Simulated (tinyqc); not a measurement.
From results to parameters: Hubbard dimer. Computed by the program tinyqc.

Problem. A two-site Hubbard model with two electrons has its ground state at (U - sqrt(U^2 + 16 t^2))/2, the triplet at 0 and the odd ionic singlet at U. Find t, U and the double occupancy per site.

singlet-triplet splitting = 0.646586 eV
gap from the ground state to the ionic odd singlet = 1.546586 eV

Solution. The difference of the two gaps is U and their product is 4 t^2; the double occupancy per site is (1 - U/sqrt(U^2 + 16 t^2))/4.

t, U (eV): 0.500  0.900
double occupancy per site = 0.147
